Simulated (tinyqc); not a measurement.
Six-band Luttinger-Kohn model with strain: sweeps and comparisons. A value that a table varies takes the place of the one given here.

Six-band Luttinger-Kohn model in the basis |3/2,3/2>, |3/2,1/2>, |3/2,-1/2>, |3/2,-3/2>, |1/2,1/2>, |1/2,-1/2>, electron energies, zero at the top of the unstrained valence band. H = -[rows: (P+Q, -S, R, 0, -S/r2, r2 R); (-S*, P-Q, 0, R, -r2 Q, r32 S); (R*, 0, P-Q, S, r32 S*, r2 Q); (0, R*, S*, P+Q, -r2 R*, -S*/r2); (-S*/r2, -r2 Q, r32 S, -r2 R, P+Dso, 0); (r2 R*, r32 S*, r2 Q, -S/r2, 0, P+Dso)], r2 = sqrt(2), r32 = sqrt(3/2). Levels are twofold.

P = c g1 k^2 - av tr(e); Q = c g2 (kx^2 + ky^2 - 2 kz^2) - (b/2)(exx + eyy - 2 ezz); R = c sqrt3 [-g2 (kx^2 - ky^2) + 2i g3 kx ky] + (sqrt3/2) b (exx - eyy) - i d exy; S = 2 c sqrt3 g3 (kx - i ky) kz - d (exz - i eyz); c = hbar^2/2m0, e the strain tensor (not engineering shear).

s11 = (C11 + C12)/((C11 - C12)(C11 + 2 C12)), s12 = -C12/((C11 - C12)(C11 + 2 C12)), s44 = 1/C44; exx = s11 sxx + s12 (syy + szz) and cyclic, exy = s44 sxy/2; tension is positive. A uniaxial stress X along the unit vector n is s_ij = X n_i n_j.

Constants: hbar^2/2m0 = 3.80998211 eV angstrom^2.

Parameters, chosen for this exercise (near those of Ge; shifted at random, so the results belong to these values and not to a real crystal): Dso = 0.292 eV (spin-orbit splitting); g1 = 13.35 (Luttinger gamma1); g2 = 4.24 (gamma2); g3 = 5.69 (gamma3); av = 1.23 eV (valence hydrostatic potential); b = -2.58 eV (tetragonal shear potential); d = -5.35 eV (trigonal shear potential); C11 = 129.3 GPa; C12 = 47.9 GPa; C44 = 67.2 GPa; load = uniaxial [100] (kind of stress); X1 = 1 GPa (size of the stress); E_h = 60 meV (hole energy below the top); X = -1.91 GPa (stress).

## Sweep of a uniaxial [100] stress

Edges at k = 0 and curvature masses of the top pair along [100] and [001] (step 0.0002 1/angstrom); at zero stress the top is fourfold and has no single curvature.

Edges and masses:

| X (GPa) | top (eV) | second (eV) | third (eV) | splitting (meV) | m [100] | m [001] |
|---|---|---|---|---|---|---|
| -1.50 | 0.0522 | -0.0557 | -0.3130 | 107.9 | 0.039 | 0.142 |
| -1.00 | 0.0323 | -0.0372 | -0.3036 | 69.5 | 0.040 | 0.132 |
| -0.50 | 0.0147 | -0.0186 | -0.2964 | 33.3 | 0.043 | 0.121 |
| 0.00 | 0.0000 | 0.0000 | -0.2920 | 0.0 | - | - |
| 0.50 | 0.0186 | -0.0113 | -0.2911 | 29.9 | 0.205 | 0.057 |
| 1.00 | 0.0372 | -0.0187 | -0.2940 | 55.9 | 0.205 | 0.057 |
| 1.50 | 0.0557 | -0.0221 | -0.3011 | 77.8 | 0.205 | 0.057 |

The splitting reaches 107.9 meV under compression and 77.8 meV under the same tension; linear shear terms alone would make the two equal, and the difference comes from the coupling to the split-off band. At the ends of the sweep the top pair has a mass along [100] of 0.039 under compression and 0.205 under tension, so compression gives the lighter holes along [100]; along [001] it has 0.142 and 0.057. The top edge itself moves by +52 and +56 meV.

## Which stress helps holes along [110]

Each load has size X1 (biaxial: sxx = syy); masses are curvatures of the top pair at k = 0.

Results:

| load | splitting (meV) | top edge (meV) | m [110] | m [001] |
|---|---|---|---|---|
| uniaxial [110], compression | 54.5 | 23.8 | 0.037 | 0.139 |
| uniaxial [110], tension | 46.6 | 31.1 | 0.319 | 0.051 |
| uniaxial [100], compression | 69.5 | 32.3 | 0.062 | 0.132 |
| uniaxial [100], tension | 55.9 | 37.2 | 0.089 | 0.057 |
| uniaxial [111], compression | 49.3 | 20.8 | 0.049 | 0.075 |
| uniaxial [111], tension | 42.1 | 28.4 | 0.131 | 0.075 |
| biaxial (001), compression | 55.9 | 20.8 | 0.057 | 0.205 |
| biaxial (001), tension | 69.5 | 48.7 | 0.132 | 0.040 |

The lightest mass along [110] (0.037) comes with uniaxial [110], compression. The largest splitting (69.5 meV) comes with uniaxial [100], compression; biaxial (001), tension. The heaviest mass along [001] (0.205), which lowers the confinement energy in a (001) channel, comes with biaxial (001), compression. The splitting per GPa follows b (s11 - s12) for loads along cube axes and d s44 for [111]: here 2 |b| (s11 - s12) = 63.4 and |d| s44/sqrt3 = 46.0 meV per GPa in the limit of large Dso; where the splitting nears Dso, mixing with the split-off band makes it depend on the sign of the load.

## Warping of the constant-energy contours (six-band Luttinger-Kohn model)

No strain (e = 0). In the plane kz = 0, |k| where the top and second pairs lie E_h below the top, against the angle from [100]; m = c k^2/E_h.

Contours:

| angle (degrees) | k top (1/angstrom) | k second (1/angstrom) | m top (m0) | m second (m0) |
|---|---|---|---|---|
| 0 | 0.0569 | 0.0279 | 0.205 | 0.049 |
| 9 | 0.0583 | 0.0278 | 0.216 | 0.049 |
| 18 | 0.0629 | 0.0275 | 0.251 | 0.048 |
| 27 | 0.0709 | 0.0272 | 0.320 | 0.047 |
| 36 | 0.0821 | 0.0270 | 0.428 | 0.046 |
| 45 | 0.0893 | 0.0269 | 0.507 | 0.046 |

The heavy contour reaches 1.571 times as far along [110] as along [100], the light one 0.964 times. The warping follows g3 - g2 = 1.45 and would vanish for g2 = g3. Along [100] the heavy mass is 1/(g1 - 2 g2) = 0.205 at any energy, while the light one is 0.0494, against 1/(g1 + 2 g2) = 0.0458 at the edge, for E_h/Dso = 0.21.

## What each parameter does

Edges at k = 0 under a uniaxial [100] stress X and the curvature mass of the top pair along [100] (step 0.0002 1/angstrom). Each row changes one parameter from the base and keeps the others.

Results:

| case | top (eV) | second (eV) | third (eV) | mass (m0) |
|---|---|---|---|---|
| base | 0.0698 | -0.0710 | -0.3221 | 0.038 |
| b = -2.064 eV | 0.0513 | -0.0589 | -0.3157 | 0.038 |
| g2 = 3.392 | 0.0698 | -0.0710 | -0.3221 | 0.042 |
| C12 = 57.48 GPa | 0.0834 | -0.0782 | -0.3261 | 0.037 |
| C44 = 80.64 GPa | 0.0698 | -0.0710 | -0.3221 | 0.038 |
| g1 = 16.02 | 0.0698 | -0.0710 | -0.3221 | 0.034 |
| av = 1.476 eV | 0.0677 | -0.0731 | -0.3242 | 0.038 |
| Dso = 0.35 eV | 0.0672 | -0.0710 | -0.3776 | 0.038 |

The largest shifts from the base row, up to three for each result and ties (the steps differ in size, so this ranks the rows, not the parameters). top (eV): b -0.0185, C12 +0.0137, Dso -0.0026; unchanged at the printed digits by g2, C44 and g1. second (eV): b +0.0121, C12 -0.0073, av -0.0021; unchanged at the printed digits by g2, C44, g1 and Dso. third (eV): Dso -0.0554, b +0.0064, C12 -0.0039; unchanged at the printed digits by g2, C44 and g1. mass (m0): g2 +0.004, g1 -0.003, C12 -0.001; unchanged at the printed digits by b, C44, av and Dso. The Luttinger parameters multiply k^2 and cannot move the edges; av shifts all edges alike and leaves the mass.

Program tinyqc; command `OMP_NUM_THREADS=1 python tinyqc.py 1080498 1080499 out.jsonl`; about 0.08 s on one thread of a shared Intel(R) Xeon(R) Processor @ 2.30GHz.
